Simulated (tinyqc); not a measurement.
Metal gate on a two-layer dielectric stack with fixed charge and a dipole: one step of the calculation.

Gate, layer 2, layer 1, p-type semiconductor; x runs from the gate inwards. Charges are counted in units of +q. psi is the band bending at the surface, positive towards inversion. Classical charge, Boltzmann statistics, no interface traps.

Question. Threshold voltage. ni = sqrt(Nc Nv) exp(-Eg/(2 Vt)), Eg in volts, pB = Vt ln(Na/ni), Vth = Vfb + 2 pB + sqrt(4 q eps0 eps_r Na pB)/Cox.

Inputs (values chosen for the exercise); band and dielectric values close to those of silicon, layer 1 close to silicon dioxide, layer 2 close to hafnium oxide:
- T = 250 K (temperature)
- Eg = 1.12 eV (band gap)
- eps_r = 11.6 (relative permittivity)
- Nc = 2.14e19 cm^-3 (conduction-band density of states at T)
- Nv = 1.98e19 cm^-3 (valence-band density of states at T)
- Na = 9.2e16 cm^-3 (acceptor density)

Constants: q = 1.602176634e-19 C, kB = 1.380649e-23 J/K, Vt = kB T/q, eps0 = 8.8541878128e-14 F/cm where lengths are in cm. Results are converted to the units shown.

Vfb = 0.055061460 V
Cox = 1.3258365 uF/cm^2

Give: ni; pB; depletion charge; Vth.

Answer.

ni = 1.0579e8 cm^-3
pB = 0.44344 V
depletion charge = 0.16387 uC/cm^2
Vth = 1.0655 V

Numbers from tinyqc (`OMP_NUM_THREADS=1 python tinyqc.py 2010078 2010079 out.jsonl`; about 0.01 s on one thread of a shared Intel Xeon 2.30GHz).
